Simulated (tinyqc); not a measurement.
# Gate work function from the charge

Inverse problem. For an undoped double gate, Q = 8 eps0 eps_r Vt beta tan(beta)/ts with 0 < beta < pi/2, and at the source (Vg - dphi)/(2 Vt) - ln[(2/ts) sqrt(2 eps0 eps_r Vt/(q ni))] = ln(beta) - ln(cos beta) + 2 r beta tan(beta), r = eps_r tox/(eox ts). Find beta and dphi.

Inputs (values chosen for the exercise); material values close to those of silicon: temperature T = 250 K; relative permittivity of the semiconductor eps_r = 11.6; relative permittivity of the gate insulator eox = 7.13; insulator thickness tox = 4.5 nm; body thickness ts = 6 nm; gate voltage Vg = 0.21 V.

Constants: q = 1.602176634e-19 C, kB = 1.380649e-23 J/K, Vt = kB T/q, eps0 = 8.8541878128e-14 F/cm where lengths are in cm. Results are converted to the units shown.

Qs = 0.36835068 nC/cm^2
ni = 1.3413313e8 cm^-3

Solution. beta tan(beta) rises from 0 without bound on the interval, so the charge fixes beta; the second relation is then explicit in dphi.

beta = 0.03533
dphi = -0.1600 V

Program tinyqc, `OMP_NUM_THREADS=1 python tinyqc.py 2440036 2440037 out.jsonl`; Intel Xeon 2.30GHz, shared host, one thread, about 0.01 s.
